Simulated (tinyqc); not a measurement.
# Fully depleted semiconductor-on-insulator film with two gates, non-linear Poisson equation by Newton steps: two studies

One dimension across the film, front interface at x = 0, back interface at x = ts. psi is counted from the intrinsic level, n = ni exp(psi/Vt) (source grounded), holes neglected, acceptors ionised. Gates act through Cox = eps0 eox/tox and Cbox = 3.9 eps0/tb with potentials G1 = Vg - (phiM - chi - Vt ln(Nc/ni)) and G2 = Vb - (phiB - chi - Vt ln(Nc/ni)). Classical Boltzmann densities, no interface charge, no depletion in the back plane.

Parameters, values chosen for the exercise; band and dielectric values close to those of germanium: temperature T = 400 K; band gap Eg = 0.667 eV; relative permittivity eps_r = 16.2; conduction-band density of states at T Nc = 1.6e19 cm^-3; valence-band density of states at T Nv = 9.13e18 cm^-3; electron affinity chi = 4.02 eV; relative permittivity of the gate insulator (close to hafnium oxide) eox = 21.8; insulator thickness tox = 11 nm; film thickness ts = 21 nm; buried-oxide thickness (eps_r 3.9) tb = 51 nm; acceptor density of the film Na = 1.6e16 cm^-3; work function of the front gate phiM = 4.13 eV; work function of the back plane phiB = 4.07 eV; back-gate voltage Vb = 0.9 V.

Constants: q = 1.602176634e-19 C, kB = 1.380649e-23 J/K, Vt = kB T/q, eps0 = 8.8541878128e-14 F/cm where lengths are in cm. Results are converted to the units shown.

Each table varies one quantity; the others keep the values above.

## Charge against front-gate voltage

ni = sqrt(Nc Nv) exp(-Eg/(2 Vt)), Eg in volts. The Poisson equation eps0 eps_r d2psi/dx2 = q (n + Na), with -eps0 eps_r dpsi/dx = Cox (G1 - psi) at x = 0 and eps0 eps_r dpsi/dx = Cbox (G2 - psi) at x = ts, is solved on 300 equal intervals with half boxes at both ends; N_inv is the trapezoid sum of n. Swing = ln 10/(d ln N_inv/dVg); the last column is (dN_inv/dVb)/(dN_inv/dVg).

Charge against front-gate voltage:

| Vg (V) | psi front (V) | psi back (V) | N_inv (cm^-2) | centroid/ts | swing (mV/decade) | q dN_inv/dVg over Cox | back/front leverage |
|---|---|---|---|---|---|---|---|
| -0.56 | -0.278 | -0.149 | 5.43e6 | 0.759 | 88.2 | 1.29e-5 | 0.111 |
| -0.41 | -0.133 | -0.0172 | 2.73e8 | 0.740 | 88.2 | 6.51e-4 | 0.109 |
| -0.26 | 0.0107 | 0.112 | 1.29e10 | 0.717 | 94.5 | 0.0286 | 0.106 |
| -0.11 | 0.139 | 0.200 | 2.17e11 | 0.646 | 184 | 0.248 | 0.0937 |
| 0.04 | 0.232 | 0.228 | 8.27e11 | 0.491 | 355 | 0.490 | 0.0685 |
| 0.19 | 0.293 | 0.236 | 1.80e12 | 0.350 | 558 | 0.677 | 0.0534 |
| 0.34 | 0.332 | 0.239 | 3.01e12 | 0.261 | 806 | 0.784 | 0.0471 |
| 0.49 | 0.360 | 0.241 | 4.35e12 | 0.206 | 1.08e3 | 0.843 | 0.0441 |
| 0.64 | 0.381 | 0.241 | 5.76e12 | 0.170 | 1.38e3 | 0.878 | 0.0424 |

N_inv passes 1e11 cm^-2 at Vg = -0.163 V. The swing starts at 88.2 mV a decade, against (1 + k) Vt ln 10 = 82.2 for a front channel with k = Cs Cbox/(Cox (Cs + Cbox)) = 0.0351, Cs = eps0 eps_r/ts; above threshold this column is no longer a subthreshold swing. The centroid falls from 0.759 to 0.170 of ts and the leverage of the back gate falls from 0.111 to 0.0424. For Vg = 0.34, 0.49, 0.64 the density at an interface exceeds 0.3 Nc, where Boltzmann statistics fail.

## Threshold and coupling against the back-gate voltage

VT is the Vg for N_inv = 1e11 cm^-2; -dVT/dVb from the linearised equation. Limits with Cs = eps0 eps_r/ts: front channel Cs Cbox/(Cox (Cs + Cbox)), back channel Cbox (Cox + Cs)/(Cox Cs). Swing at N_inv = 1e8 cm^-2.

The same in every row: front-channel limit = 0.0351; back-channel limit = 0.138.

Result of one run:

| Vb (V) | VT (V) | centroid/ts at VT | -dVT/dVb | swing (mV/decade) |
|---|---|---|---|---|
| -2 | 0.0473 | 0.183 | 0.0521 | 83.8 |

What becomes of these results when the back-gate voltage Vb is changed from -2 to -4 V, all else the same?

Result of the changed run:

| Vb (V) | VT (V) | centroid/ts at VT | -dVT/dVb | swing (mV/decade) |
|---|---|---|---|---|
| -4 | 0.142 | 0.0941 | 0.0438 | 82.9 |

The whole series:

| Vb (V) | VT (V) | centroid/ts at VT | -dVT/dVb | swing (mV/decade) |
|---|---|---|---|---|
| -4 | 0.142 | 0.0941 | 0.0438 | 82.9 |
| -2 | 0.0473 | 0.183 | 0.0521 | 83.8 |
| 0 | -0.0810 | 0.498 | 0.0814 | 86.7 |
| 2 | -0.283 | 0.821 | 0.116 | 89.0 |
| 4 | -0.529 | 0.910 | 0.127 | 89.6 |

As Vb goes from -4 to 4, VT falls from 0.142 to -0.529 V, the centroid rises from 0.0941 to 0.910 of ts and -dVT/dVb rises from 0.0438 to 0.127. The coupling covers 8.52 % of the way from the front-channel to the back-channel limit in the first row and 89.8 % in the last. A positive back bias draws the electrons to the back interface, where the back gate has more leverage and the front gate less, so the swing worsens.

Program tinyqc, `OMP_NUM_THREADS=1 python tinyqc.py 2190152 2190153 out.jsonl`; Intel Xeon 2.30GHz, shared host, one thread, about 0.5 s.
